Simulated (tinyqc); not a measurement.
# Changing the growth number V delta/D

Model: binary melting diagram from solution models of liquid and solid. Computed by tinyqc, a small Python program. Command: `OMP_NUM_THREADS=1 python tinyqc.py 3015448 3015449 out.jsonl melt sweep`. One thread of a shared host (Intel(R) Xeon(R) Processor @ 2.30GHz), about 0.01 s of CPU time with the checks.

x is the fraction of B. In a phase with interaction L: mu_A = G_A + R T ln(1 - x) + L x^2, mu_B = G_B + R T ln x + L (1 - x)^2. Melting: G(liquid) - G(solid) = H (1 - T/T_m) for each pure component.

Inputs (values chosen for the exercise, modelled on Si-Ge): melting point T_A = 1687 K; melting point T_B = 1211 K; heat of melting H_A = 50.1 kJ/mol; heat of melting H_B = 36.6 kJ/mol; liquid interaction L_L = 5.6 kJ/mol; solid interaction L_S = 3.6 kJ/mol; dilute content c0 of B = 0.0018.

Diagram: complete solid solution (lens).

Constants: R = 8.314462618 J/(mol K).

Method. At T_A, k0 = exp[(dG_B(T_A) + L_L - L_S)/(R T_A)]; van 't Hoff: m_L = -R T_A^2 (1 - k0)/H_A per unit fraction. Burton-Prim-Slichter: k_eff = k0/[k0 + (1 - k0) exp(-V delta/D)]. Freezing range of c0: |m_L| c0 |1 - k0|/k0.

One run for each value:
```
growth number V delta/D  effective coefficient k_eff
0.02                                          0.4184
0.047                                         0.4250
0.11                                          0.4404
0.26                                          0.4777
1.4                                           0.7409
3.4                                           0.9548
8                                             0.9995
```

Give the missing row, growth number V delta/D = 0.61.

Computed row:
```
growth number V delta/D  effective coefficient k_eff
0.61                                          0.5648
```

Interpolating between the two neighbouring rows (the first column on a logarithmic scale, the others too where they are positive) misses most in effective coefficient k_eff, by 5.6 %. Over the rows, effective coefficient k_eff rises from 0.418 to 1.000 (exponent d ln y / d ln x 0.018 between the first rows and 0.053 between the last).
